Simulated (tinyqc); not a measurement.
k.p theory built from an empirical-pseudopotential calculation at Gamma: one step. The mass from the table. Two cases, with inputs chosen for the exercise.

Problem. A is the s-like conduction level at Gamma of a pseudopotential calculation, W its squared momentum coupling to multiplet B, and 1/m = 1 + sum_B W/(E_A - E_B). Add the last column, the sum over the higher multiplets and 1; two levels alone means 1 + W/E of multiplet 2 (whose E_B is 0).

Give: 1/m; m; m from two levels.

Case 1.

Couplings:

| multiplet B | degeneracy | E_B (eV) | W (eV) | W/(E_A - E_B) |
|---|---|---|---|---|
| 2 | 3 | 0.000000 | 20.109173 | 19.098713 |
| 7 | 3 | 12.285853 | 0.241373 | -0.021488 |
| 10 | 3 | 26.851333 | 0.473057 | -0.018337 |
| 16 | 3 | 41.622528 | 0.012770 | -0.000315 |
| 23 | 3 | 43.398574 | 0.007649 | -0.000181 |
| 25 | 3 | 48.892068 | 0.007964 | -0.000166 |
| 34 | 3 | 77.860680 | 0.030133 | -0.000392 |
| 38 | 3 | 80.517682 | 0.007281 | -0.000092 |

sum over the higher multiplets = -0.000119
E_A = 1.052907 eV

Solution.

1/m = 20.058
m = 0.0499 m0
m from two levels = 0.0498 m0

Case 2.

Couplings:

| multiplet B | degeneracy | E_B (eV) | W (eV) | W/(E_A - E_B) |
|---|---|---|---|---|
| 2 | 3 | 0.000000 | 21.327190 | 5.586488 |
| 7 | 3 | 12.089017 | 0.022557 | -0.002727 |
| 11 | 3 | 29.032879 | 0.466825 | -0.018514 |
| 20 | 3 | 45.841612 | 0.127583 | -0.003036 |
| 22 | 3 | 46.543159 | 0.040070 | -0.000938 |
| 25 | 3 | 52.064913 | 0.023288 | -0.000483 |

sum over the higher multiplets = 0
E_A = 3.817638 eV

Solution.

1/m = 6.561
m = 0.1524 m0
m from two levels = 0.1518 m0

Computed by tinyqc, one run a case: `OMP_NUM_THREADS=1 python tinyqc.py N N+1 out.jsonl` with N = 1080719, 1080796; one thread of a shared Intel(R) Xeon(R) Processor @ 2.30GHz, about 0.7 s a run at most.
